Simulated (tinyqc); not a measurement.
Voltage drop against the pad pitch.

A grid of 25 by 25 nodes with segments Rx (rows) and Ry (columns); every node draws I1 and the central node kh I1; pads with resistance Rp sit at the nodes whose row and column are multiples of the pitch, counting from 0. The drops u = Vdd - V follow from G u = i, with G the conductance matrix and i the load currents, solved directly.

Inputs (values chosen for the exercise):

| symbol | value | unit | meaning |
|---|---|---|---|
| Vdd | 0.65 | V | supply voltage |
| Rx | 0.6 | ohm | resistance of a horizontal segment |
| Ry | 1.7 | ohm | resistance of a vertical segment |
| Rp | 0.34 | ohm | resistance from a pad node to the supply |
| kh | 1 |  | factor on the load at the hot node |
| I1 | 0.23 | mA | load current of a node in the large grid |

Voltage drop against the pad pitch:

| pitch (nodes) | pads | worst drop (mV) | mean drop (mV) | largest drop at a pad (mV) | largest pad current (mA) | worst drop over Vdd (%) |
|---|---|---|---|---|---|---|
| 1 | 625 | 0.078200 | 0.078200 | 0.078200 | 0.23000 | 0.012031 |
| 2 | 169 | 0.57698 | 0.44278 | 0.31266 | 0.91959 | 0.088767 |
| 3 | 81 | 1.3263 | 1.0796 | 0.69971 | 2.0580 | 0.20405 |
| 4 | 49 | 2.5266 | 1.9938 | 1.2257 | 3.6051 | 0.38870 |
| 6 | 25 | 5.7833 | 4.6263 | 2.6159 | 7.6938 | 0.88974 |
| 8 | 16 | 10.301 | 8.2558 | 4.2199 | 12.411 | 1.5848 |
| 12 | 9 | 21.069 | 18.167 | 8.5430 | 25.126 | 3.2414 |
| 24 | 4 | 75.717 | 65.307 | 12.219 | 35.938 | 11.649 |

The worst drop goes from 0.0782 to 75.7 mV while the number of pads falls from 625 to 4; between the last two rows it goes as pitch^(1.85). The largest drop at a pad is 100 % of the worst drop in the first row and 16.1 % in the last; the rest falls along the wires.

Computed by the program tinyqc: `OMP_NUM_THREADS=1 python tinyqc.py 2770110 2770111 out.jsonl`, one thread of a shared Intel Xeon 2.30GHz, about 0.3 s for the whole run.
